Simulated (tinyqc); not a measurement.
## Access strength from the read disturbance

Question. Transistor (EKV form, voltages against the body): I = 2 n b Vt^2 [F(vp - Vs) - F(vp - Vd)] from drain to source, F(v) = ln^2(1 + exp(v/(2 Vt))), vp = (Vg - VT + sg |Vd - Vs|)/n. n-channel bodies are at 0; for the p-channel device all voltages are counted down from Vdd. b in uA/V^2 gives I in uA. In an SRAM read the low node Q obeys In(gate QB, drain Q) = Ip(gate QB, drain Q) + Ia, where the access transistor (threshold VTn) has its gate and drain at Vdd and its source at Q. Find Ia, ba and the cell ratio bn/ba.

Inputs (values chosen for the exercise): temperature T = 300 K; supply voltage Vdd = 0.5 V; slope factor n = 1.13; drain-induced barrier lowering sg = 0.095; n-channel threshold VTn = 0.36 V; p-channel threshold (magnitude) VTp = 0.4 V; gain factor of the pull-down transistor bn = 240 uA/V^2; gain factor of the pull-up transistor bp = 130 uA/V^2.

Constants: q = 1.602176634e-19 C, kB = 1.380649e-23 J/K, Vt = kB T/q. Results are converted to the units shown.

Q and QB in the read (V): 0.061408931  0.49998773

Solution. The node equation gives Ia, which is proportional to ba.

Ia = 1.536 uA
ba = 240.0 uA/V^2
cell ratio = 1.000

Program tinyqc, `OMP_NUM_THREADS=1 python tinyqc.py 2340059 2340060 out.jsonl`; Intel Xeon 2.30GHz, shared host, one thread, about 0.1 s.
